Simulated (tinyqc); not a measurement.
Inside a calculation. Model: long-channel MOSFET, surface-potential model.

Program tinyqc, `OMP_NUM_THREADS=1 python tinyqc.py 2360105 2360106 out.jsonl`; Intel Xeon 2.30GHz, shared host, one thread, about 0.06 s. Printed values are rounded.

n-channel transistor on a uniformly doped p-type body, gradual-channel approximation, constant mobility, Boltzmann statistics, full ionisation. Potentials are counted from the neutral body; V is the electron quasi-Fermi potential, Vsb at the source and Vsb + Vds at the drain. Charges are magnitudes per area.

Values chosen for this exercise; material values close to those of gallium nitride:
```
symbol   value        unit                                      meaning
T          350           K                                  temperature
Eg        3.43          eV                                     band gap
eps_r     9.63               relative permittivity of the semiconductor
Nc      2.9e18       cm^-3       conduction-band density of states at T
Nv      5.7e19       cm^-3          valence-band density of states at T
Na      9.5e15       cm^-3                 acceptor density of the body
eox       9.42              relative permittivity of the gate insulator
tox        4.8          nm                          insulator thickness
Vfb      -1.35           V                            flat-band voltage
mu         580  cm^2/(V s)                             channel mobility
W            5          um                                   gate width
L          0.5          um                                  gate length
Vsb          2           V                     source-body reverse bias
Vgs       2.88           V                          gate-source voltage
Vds        1.2           V                         drain-source voltage
```

Constants: q = 1.602176634e-19 C, kB = 1.380649e-23 J/K, Vt = kB T/q, eps0 = 8.8541878128e-14 F/cm where lengths are in cm. Results are converted to the units shown.

Range of the model: The surface field at the source is about 1.9 MV/cm, where quantisation and degeneracy of the inversion layer, left out here, matter. mu V/L, with V the smaller of Vds and Vgs - VT, passes 3e6 cm/s, so velocity saturation, left out here, would lower the current.

## Body potential, insulator capacitance and body factor

ni = sqrt(Nc Nv) exp(-Eg/(2 Vt)), Eg in volts; phiF = Vt ln(Na/ni); Cox = eps0 eox/tox; gamma = sqrt(2 q eps0 eps_r Na)/Cox. VT = Vfb + 2 phiF + gamma sqrt(2 phiF + Vsb), m = 1 + gamma/(2 sqrt(2 phiF + Vsb)).

ni = 2.59551e-6 cm^-3
phiF = 1.49753 V
Cox = 1.73763 uF/cm^2
gamma = 0.0293198 V^0.5
VT = 1.71059 V
m = 1.00656

## Iteration 1: surface potential at the source by Newton steps

psi at the start (the smaller of 2 phiF + Vsb + 4 Vt and the root without inversion charge) = 5.11571 V

With V = Vsb: G = psi - Vt + Vt e, e = exp((psi - 2 phiF - Vsb)/Vt); f = Vgs + Vsb - Vfb - psi - gamma sqrt(G); f' = -1 - gamma (1 + e)/(2 sqrt(G)); psi(new) = psi - f/f'.

G = 6.73253 V
f = 1.03821 V
f' = -1.31418
psi after iteration 1 = 5.90572 V

## Iteration 2: surface potential at the source by Newton steps

As before.

G = 3.91161e11 V
f = -18337.1 V
f' = -3.03997e5
psi after iteration 2 = 5.84540 V

The value that enters this step is an overshoot, farther from the solution than the start was, so its intermediate quantities are not physical.

## Course of the iteration: surface potential at the source by Newton steps

Stop when psi changes by less than 1e-10 V, or after 40 iterations.

Course of the iteration:
```
iteration  psi (V)  |change| (V)
1          5.90572         0.790
2          5.84540        0.0603
3          5.78508        0.0603
4          5.72478        0.0603
5          5.66449        0.0603
6          5.60428        0.0602
7          5.54429        0.0600
8          5.48495        0.0593
9          5.42746        0.0575
10         5.37494        0.0525
11         5.33412        0.0408
12         5.31305        0.0211
13         5.30863       4.41e-3
14         5.30847       1.60e-4
15         5.30847       2.00e-7
16         5.30847      3.13e-13
```

Converged in 16 iterations. At the end the number of correct digits about doubles with each step.

## Charges and current of the charge-sheet model

psi_0 = 5.30847 V
psi_L = 6.15737 V

psi_0 and psi_L solve Vgs + Vsb - Vfb - psi = gamma sqrt(G) at V = Vsb and Vsb + Vds. Qi = Cox gamma [sqrt(G) - sqrt(psi - Vt)], G = psi - Vt + Vt exp((psi - 2 phiF - V)/Vt), at both ends. With U = Vgs + Vsb - Vfb: drift = mu (W/L) Cox [U (psi_L - psi_0) - (psi_L^2 - psi_0^2)/2 - (2/3) gamma ((psi_L - Vt)^1.5 - (psi_0 - Vt)^1.5)]; diffusion = mu (W/L) Vt (Qi0 - QiL).

Qi0 = 1484.23 nC/cm^2
QiL = 0.0889285 nC/cm^2
drift current = 3653.82 uA
diffusion current = 259.623 uA
drain current = 3913.45 uA

Drift carries 93.4 % of the current. The drain end is pinched off: its charge is under 1 % of that at the source.

## Inversion charge along the channel

V, point 0 to 10 (V): 2  2.12  2.24  2.36  2.48  2.6  2.72  2.84  2.96  3.08  3.2

The surface potential psi at channel potential V solves Vgs + Vsb - Vfb - psi = gamma sqrt(G), G = psi - Vt + Vt exp((psi - 2 phiF - V)/Vt). Charge sheet: Qi = Cox gamma [sqrt(G) - sqrt(psi - Vt)]. Pao-Sah: Qi = (Cox gamma/2) integral from 3 Vt to psi of exp((u - 2 phiF - V)/Vt)/sqrt(G(u, V)) du.

```
point  psi (V)  Qi, charge sheet (nC/cm^2)  Qi, Pao-Sah (nC/cm^2)
0      5.30847                     1484.23                1485.58
1      5.42060                     1288.16                1289.41
2      5.53162                     1094.04                1095.18
3      5.64119                     902.450                903.471
4      5.74880                     714.325                715.214
5      5.85355                     531.191                531.931
6      5.95386                     355.837                356.405
7      6.04633                     194.196                194.559
8      6.12167                     62.4938                62.6331
9      6.15495                     4.31536                4.32598
10     6.15737                   0.0889285              0.0891489
```

At the source the charge-sheet charge is 0.091 % below the Pao-Sah one.

## Pao-Sah current by Simpson's rule

I = mu (W/L) integral of Qi dV; Simpson's rule on the 11 points, step Vds/10, weights 1, 4, 2, ..., 4, 1 times step/3.

Pao-Sah current = 4092.32 uA

Gauss-Legendre quadrature on many points gives 4092 uA, so this value is within 0.01 % of it; the charge-sheet current, 3913 uA, is 4.4 % below it.
